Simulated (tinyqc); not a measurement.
## One-sided p+-n junction, ionisation integral and breakdown: effect of the drift doping

A p+ layer at x < 0 and an n drift layer from x = 0. Depletion approximation, built-in voltage neglected. Local ionisation coefficients alpha_n = an exp(-(bn/E)^mx), alpha_p = ap exp(-(bp/E)^mx). Electrons move towards +x, holes towards x = 0.

W = sqrt(2 eps0 eps_r V/(q N)), peak field E0 = q N W/(eps0 eps_r), falling linearly to 0 at W. G(x) = integral from 0 to x of (alpha_n - alpha_p); I_n = integral of alpha_n exp(-G) (electrons injected at x = 0), I_p = integral of alpha_p exp(G(end) - G) (holes injected at the far edge); M = 1/(1 - I). Integrals on a fine grid; BV is where I_n = 1. Specific on-resistance Ron = W/(q mu N) with constant mobility and full ionisation.

Inputs (values chosen for the exercise); material values close to those of silicon:
```
symbol   value        unit                                           meaning
eps_r     11.5                                         relative permittivity
an      7.43e5        1/cm  prefactor of the electron ionisation coefficient
bn      1.17e6        V/cm                      field constant for electrons
ap       1.6e6        1/cm      prefactor of the hole ionisation coefficient
bp      1.99e6        V/cm                          field constant for holes
mx           1                                                      exponent
mu        1360  cm^2/(V s)              electron mobility of the drift layer
```

Constants: q = 1.602176634e-19 C, eps0 = 8.8541878128e-14 F/cm where lengths are in cm. Results are converted to the units shown.

Result of one run:

| N (cm^-3) | BV (V) | E0 at BV (kV/cm) | W at BV (um) | Ron (mohm cm^2) | BV^2/Ron (MW/cm^2) | eps0 eps_r mu E0^3/4 (MW/cm^2) |
|---|---|---|---|---|---|---|
| 2e15 | 141 | 298 | 9.46 | 2.17 | 9.13 | 9.13 |

What becomes of these results when the donor density of the drift layer N is changed from 2e15 to 5.5e14 cm^-3, all else the same?

Result of the changed run:

| N (cm^-3) | BV (V) | E0 at BV (kV/cm) | W at BV (um) | Ron (mohm cm^2) | BV^2/Ron (MW/cm^2) | eps0 eps_r mu E0^3/4 (MW/cm^2) |
|---|---|---|---|---|---|---|
| 5.5e14 | 354 | 247 | 28.6 | 23.9 | 5.25 | 5.25 |

The whole series:

| N (cm^-3) | BV (V) | E0 at BV (kV/cm) | W at BV (um) | Ron (mohm cm^2) | BV^2/Ron (MW/cm^2) | eps0 eps_r mu E0^3/4 (MW/cm^2) |
|---|---|---|---|---|---|---|
| 5.5e14 | 354 | 247 | 28.6 | 23.9 | 5.25 | 5.25 |
| 1.1e15 | 214 | 272 | 15.7 | 6.57 | 7.00 | 7.00 |
| 2e15 | 141 | 298 | 9.46 | 2.17 | 9.13 | 9.13 |
| 3.9e15 | 89.1 | 331 | 5.39 | 0.634 | 12.5 | 12.5 |
| 7.5e15 | 57.9 | 370 | 3.13 | 0.192 | 17.5 | 17.5 |
| 1.4e16 | 39.0 | 414 | 1.88 | 0.0616 | 24.6 | 24.6 |
| 2.8e16 | 25.7 | 475 | 1.08 | 0.0177 | 37.2 | 37.2 |
| 5.3e16 | 17.9 | 546 | 0.655 | 0.00567 | 56.4 | 56.4 |

BV falls from 354 to 17.9 V while the critical field rises from 247 to 546 kV/cm. BV goes as N^(-0.72) between the first two rows and N^(-0.57) between the last two (a coefficient proportional to E^7 gives -0.75 without punch-through). Ron goes as BV^(2.80) over the table; the last two columns agree since BV = E0 W/2 and N = eps0 eps_r E0/(q W). For N = 2.8e16, 5.3e16 the layer is under 0.5 um wide or BV under 28 V, so dead space, tunnelling and the built-in voltage, all left out, matter.

Program tinyqc, `OMP_NUM_THREADS=1 python tinyqc.py 2120034 2120035 out.jsonl`; Intel Xeon 2.30GHz, shared host, one thread, about 0.04 s.
